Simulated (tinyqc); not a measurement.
## MOS inversion layer, Poisson-Schroedinger loop: effect of the sheet density of depletion charge

Electrons confined at an insulator interface at z = 0, treated as a hard wall; parabolic valleys, Hartree approximation, no image or exchange terms. The depletion charge lies far deeper than the electrons and gives a uniform field q Nd/(eps0 eps_r); the gate balances all charge. Energies are counted from the band edge at the interface.

Schroedinger equation -(C/mz) psi'' + (V0 + U) psi = E psi, C = hbar^2/(2 m0), psi(0) = 0, on a uniform mesh of 800 nodes with a far wall at 140 nm, 8 levels a set; V0 = q Nd z/(eps0 eps_r); dU/dz = q (Ns - integral of n from 0 to z)/(eps0 eps_r), U(0) = 0; N_k = g md m0 q Vt/(pi hbar^2) ln(1 + exp((EF - E_k)/Vt)), g the number of valleys of the set, sum N_k = Ns. Triangular well: E_k = a_k (C F^2/mz)^(1/3), a_1 = 2.338107, a_2 = 4.087949, C = hbar^2/(2 m0), F in eV/nm. Fang-Howard (all electrons in the lowest level of set A): b^3 = 6 (mz1/C) q (Nd + 11 Ns/32)/(eps0 eps_r), centroid 3/b, level C b^2/(4 mz1) + (3/b) q (Nd + 11 Ns/16)/(eps0 eps_r). The centroid adds 3.9 z_av/eps_r to an oxide-equivalent thickness. Shares under 0.0001 % are printed as 0.

Values chosen for this exercise; masses and permittivity close to those of germanium (100):
```
symbol  value   unit                                     meaning
T         400      K                                 temperature
eps_r    15.7                              relative permittivity
mz1     0.121     m0  mass along z of valley set A (4 valley(s))
md1     0.289     m0    in-plane density-of-states mass of set A
Ns       9e11  cm^-2                  sheet density of electrons
```

Constants: q = 1.602176634e-19 C, kB = 1.380649e-23 J/K, hbar = 1.054571817e-34 J s, m0 = 9.1093837015e-31 kg, Vt = kB T/q, eps0 = 8.8541878128e-14 F/cm where lengths are in cm, hbar^2/(2 m0) = 0.0380998212 eV nm^2. Results are converted to the units shown.

Effect of the sheet density of depletion charge:
```
Nd (cm^-2)	A1 (meV)	A2 (meV)	EF (meV)	share of A1 (%)	share of A2 (%)	centroid z_av (nm)	added oxide equivalent (nm)	Fang-Howard centroid (nm)
1e11	73.4	111	-47.3	55.0	18.8	11.7	2.92	6.70
1.7e11	76.8	116	-41.5	58.7	18.8	10.2	2.54	6.35
3.1e11	83.7	128	-30.9	65.4	18.3	8.24	2.05	5.83
5.3e11	94.3	146	-16.1	73.6	16.5	6.54	1.63	5.27
9.4e11	113	180	7.13	83.6	12.3	5.05	1.25	4.62
1.6e12	141	230	38.4	91.8	7.08	4.04	1.00	4.01
2.9e12	190	318	89.4	97.4	2.45	3.24	0.804	3.37
5e12	258	439	158	99.5	0.536	2.70	0.670	2.85
```

As Nd goes from 1e11 to 5e12, A1 rises from 73.4 to 258 meV, the share of A1 rises from 55.0 to 99.5 % and the centroid falls from 11.7 to 2.70 nm. A1 goes as Nd^(0.56) between the last two rows (a triangular well in the field of that charge alone gives 2/3). The Fang-Howard centroid is 43 % below the full one in the first row, where A1 holds 55.0 %, and 5.7 % above it in the last, where A1 holds 99.5 %. For Nd = 1e11, 1.7e11, 3.1e11 the eighth level of a set still holds over 0.4 % of the electrons, so more levels and a farther wall would raise the centroid.

Numbers from tinyqc (`OMP_NUM_THREADS=1 python tinyqc.py 2160056 2160057 out.jsonl`; about 0.5 s on one thread of a shared Intel Xeon 2.30GHz).
